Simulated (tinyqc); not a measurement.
Hydrogen passivation of interface dangling bonds: competing passivation and dissociation with distributed barriers: one step, computed by the program tinyqc. Command: `OMP_NUM_THREADS=1 python tinyqc.py 3027763 3027764 out.jsonl passiv walk`. One thread of a shared host (Intel(R) Xeon(R) Processor @ 2.30GHz), about 0.01 s of CPU time with the checks.

P_b + H2 gives P_bH + H at the rate k_f [H2]; P_bH gives P_b + H at the rate k_d. All defects start unpassivated. E_f and E_d are Gaussian and independent.

Problem. Distributed barriers. [H2] = solubility factor x p; a = k_f0 [H2] exp(-E_f/(k_B T)), d = k_d0 exp(-E_d/(k_B T)). For one pair of barriers the active share is y = [d + a exp(-(a + d) t)]/(a + d). Temperatures in kelvin are T(C) + 273.15. Average y over both Gaussians with 40 x 40 Gauss-Hermite points. Active density N0 y; threshold shift if each active defect holds one charge, e N0 y t_ox/(3.9 eps_0).

Inputs (values chosen for the exercise, close to those used for P_b centres at the silicon-oxide interface): defect density N0 = 9.3e+11 1/cm^2; passivation prefactor k_f0 = 6.7e-07 cm^3/s; mean passivation barrier E_f = 1.54 eV; spread sigma_f = 0.052 eV; dissociation prefactor k_d0 = 1e+12 1/s; mean dissociation barrier E_d = 2.72 eV; spread sigma_d = 0.1 eV; H2 in the oxide per atm, solubility factor = 3.3e+17 1/(cm^3 atm); hydrogen pressure p = 1 atm; anneal temperature T = 400 C; anneal time t = 6200 s; oxide thickness = 2.2 nm.

Constants: k_B = 8.617333262e-05 eV/K; e = 1.602176634e-19 C; eps_0 = 8.8541878128e-12 F/m.

Give: active share y; active density; threshold shift.

Solution.

active share y = 4.373e-08

active density = 40666 1/cm^2

threshold shift = 4.151e-06 mV

Caution: densities below a few 1e9 per cm^2 are formal: other defects set the floor in real interfaces.
